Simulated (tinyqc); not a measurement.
Interband optics of a two-band s-p chain from momentum matrix elements, step by step. Values are carried at full precision from step to step, so a last printed digit may differ when a step is redone from the rounded ones.

H(k) = [[Es - 2 ts cos ka, 2i V sin ka], [-2i V sin ka, Ep_ + 2 tp cos ka]] in the basis s, p; the lower band is full, with two electrons a cell. The velocity operator times hbar is W = dH/dk (eV angstrom); intra-atomic dipoles are left out.

Constants: hbar^2/2m0 = 3.80998211 eV angstrom^2; e^2/(4 pi eps0) = 14.39964547 eV angstrom.

Parameters, chosen for this exercise: a = 2.47 angstrom (period); Es = 2.44 eV (upper orbital (s)); Ep_ = -1.93 eV (lower orbital (p)); ts = 0.24 eV (s-s hopping); tp = 0.5 eV (p-p hopping); V = 0.51 eV (s-p hopping); k = 0.4 2 pi/a (wave vector); N = 10 (k points); Ar = 10.8 angstrom^2 (cross-section per chain); eta = 0.3 eV (Lorentzian half width); E = 2.86 eV (photon energy).

## Hamiltonian and velocity at one k

Form H and W = dH/dk.

H (eV):
```
          s        p
s    2.8283  0.5995i
p  -0.5995i  -2.7390
```

W (eV angstrom):
```
         s         p
s   0.6969  -2.0382i
p  2.0382i   -1.4518
```

## Matrix element between the bands

Diagonalise H, transform W, and form w = |W_cv|^2, the Kane-type energy w/c and the oscillator strength f = w/(c D), c = hbar^2/2m0, D = Ec - Ev.

Ev, Ec (eV): -2.8028  2.8922

weights:
```
        v       c
s  0.0112  0.9888
p  0.9888  0.0112
```

slopes dEv/dk, dEc/dk (eV angstrom): -0.999  0.244

w = 4.923 eV^2 angstrom^2
w/c = 1.292 eV
f = 0.227

## Transitions on the mesh

At each k_j = (j + 1/2)/N (2 pi/a) up to the zone edge give D = Ec - Ev, w = |<c|W|v>|^2 and f = w/(c D), c = hbar^2/2m0; the other half of the zone repeats the values.

Transitions:

| k (2 pi/a) | D (eV) | w (eV^2 angstrom^2) | f |
|---|---|---|---|
| 0.0500 | 3.0288 | 4.955 | 0.429 |
| 0.1500 | 3.8697 | 0.502 | 0.034 |
| 0.2500 | 4.8227 | 0.598 | 0.033 |
| 0.3500 | 5.4937 | 3.447 | 0.165 |
| 0.4500 | 5.8119 | 5.969 | 0.270 |

D runs from 3.029 to 5.812 eV on the mesh; f is largest at k = 0.0500.

## Dielectric function from the table

With w(k) = |<c|W|v>|^2 and D(k) = Ec - Ev, on the mesh k_j = (j + 1/2)/N (2 pi/a): eps(E) = 1 + (8 pi e2/(a Ar)) mean_j (w/D^2) [1/(D - E - i eta) + 1/(D + E + i eta)], e2 = e^2/(4 pi eps0); light polarised along the chains, no local fields.

Take the mean over the rows. Also eps(0) at eta = 0, and the effective electrons per cell n_eff = 2 mean(f).

eps(E) = 3.845+3.754i
eps(0) = 2.322
n_eff = 0.372

On a mesh of 2000 points the values are 3.307+3.813i, 2.331 and 0.373. n_eff need not equal the 2 electrons of the cell: a two-orbital basis with chosen hoppings does not obey the sum rule of free electrons. E lies within, or within 2 eta of, the range of transitions of the band (2.89 to 5.85 eV); their spacing on this mesh (up to 0.95 eV) exceeds eta, so eps(E) depends on where the few mesh points fall.

## Checks

- Curvature of the lower band against <v|d2H/dk2|v> - 2 w/D (eV angstrom^2): both 3.895.
- Zone mean of 2 w/D against the zone mean of <v|d2H/dk2|v>, the f-sum rule of a full band (eV angstrom^2): both 1.4198.

Program tinyqc; command `OMP_NUM_THREADS=1 python tinyqc.py 1681118 1681119 out.jsonl`; about 0.01 s on one thread of a shared Intel(R) Xeon(R) Processor @ 2.30GHz.
